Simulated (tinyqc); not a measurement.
From wire to sheet: nanosheet or nanowire with hard walls, valleys of the Si type.

Six ellipsoidal valleys along the cube axes: inverse mass tensor w = 1/mt + (1/ml - 1/mt) a a^T with a the unit axis. Device axes: x along the channel, z = [001], y = z x x.

Hard walls around a W x H rectangle. The block w_c of w in (y, z) confines; the transport mass follows from 1/m_x = w_xx - w_xc w_c^-1 w_cx. The cross-section problem c (w_yy ky^2 + 2 w_yz ky kz + w_zz kz^2), c = hbar^2/2m0, is solved in products sin(n pi y/W) sin(l pi z/H), n, l = 1 to 12; if w_yz = 0 the levels are c pi^2 (w_yy n^2/W^2 + w_zz l^2/H^2). The w_yz term couples (n, l) to (n', l') by -2 c w_yz D_nn'(W) D_ll'(H) with D_nm(L) = 4 n m/(L (n^2 - m^2)) for n + m odd and 0 otherwise.

Without degeneracy the line density is N1 exp((EF - Ec)/kB T) with N1 = sum 2 g sqrt(m_x kB T/(4 pi c)) exp(-E/kB T), here over n, l up to 80 where w_yz = 0 and over all levels of a 12 x 12 sine basis otherwise; the classical value is W H Nc with Nc = 2 g_all (m_dos kB T/(4 pi c))^(3/2), m_dos = (ml mt^2)^(1/3); dVt = kB T ln(W H Nc/N1).

Constants: hbar^2/2m0 = 3.80998211 eV angstrom^2; kB = 8.617333262e-05 eV/K.

Parameters, chosen for this exercise (near those of Si; the results hold for these values, not for the real material): ml = 0.911 m0 (longitudinal mass); mt = 0.187 m0 (transverse mass); T = 300 K (temperature); g_all = 6 (number of valleys); channel = 100 (transport direction x on a (001) wafer); H = 46 angstrom (height, along z = [001]); Ws = (25, 35, 50, 75, 110, 170, 260) angstrom (widths).

Valleys:

| group | valleys g | w_yy | w_zz | \|w_yz\| | m_x (m0) |
|---|---|---|---|---|---|
| A | 2 | 5.34759 | 1.09769 | 0.00000 | 0.18700 |
| B | 2 | 1.09769 | 5.34759 | 0.00000 | 0.18700 |
| C | 2 | 5.34759 | 5.34759 | 0.00000 | 0.91100 |

Lowest level of each group (groups ordered by w_zz, then w_yy) and dVt against the width.

Results:

| W (angstrom) | A1 (eV) | B1 (eV) | C1 (eV) | dVt (mV) |
|---|---|---|---|---|
| 25 | 0.3412 | 0.1611 | 0.4168 | 154.2 |
| 35 | 0.1837 | 0.1287 | 0.2592 | 126.7 |
| 50 | 0.0999 | 0.1115 | 0.1755 | 93.6 |
| 75 | 0.0553 | 0.1024 | 0.1308 | 66.5 |
| 110 | 0.0361 | 0.0984 | 0.1116 | 55.3 |
| 170 | 0.0265 | 0.0965 | 0.1020 | 49.2 |
| 260 | 0.0225 | 0.0956 | 0.0980 | 46.0 |

What can be read from this table?

dVt falls from 154 to 46 mV. The lowest group changes from B to A between W = 35 and 50 angstrom (H = 46). At the widest W the lowest level is 0.0225 eV; the film limit c pi^2 w_zz/H^2 of that group is 0.0195 eV.

Computed by tinyqc, a small Python program: `OMP_NUM_THREADS=1 python tinyqc.py 1282589 1282590 out.jsonl` (the numbers bound the seed that draws the inputs); one thread of a shared host (Intel(R) Xeon(R) Processor @ 2.30GHz), about 0.05 s for the whole set of steps.
